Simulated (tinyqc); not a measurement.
Inside a calculation. Method: Hubbard chain of 4 sites. One step of it, computed by the program tinyqc.

Task: Mean-field iteration 2. H(up) = T + U n(down), H(down) = T + U n(up); fill the lowest levels; n(new) = n + mixing (n(out) - n); E = tr T (rho up + rho down) + U sum n_up n_down of the output.

one-body matrix (hopping and site energies) (eV):
```
           1          2          3          4
1   0.000000  -1.230000   0.000000   0.000000
2  -1.230000   0.000000  -1.230000   0.000000
3   0.000000  -1.230000   0.000000  -1.230000
4   0.000000   0.000000  -1.230000   0.000000
```

U = 6.900000 eV

electrons, up and down: 2  2

mixing = 0.500000

n(up) after iteration 1: 1 0.611563, 2 0.415545, 3 0.584455, 4 0.388437

n(down) after iteration 1: 1 0.388437, 2 0.584455, 3 0.415545, 4 0.611563

Give: levels, up; levels, down; energy; n(up) after iteration 2; n(down) after iteration 2.

Result:

levels, up (eV): 1.3547  2.4105  4.4895  5.5453

levels, down (eV): 1.3547  2.4105  4.4895  5.5453

energy = 0.2568 eV

n(up) after iteration 2: 1 0.7017, 2 0.3560, 3 0.6440, 4 0.2983

n(down) after iteration 2: 1 0.2983, 2 0.6440, 3 0.3560, 4 0.7017
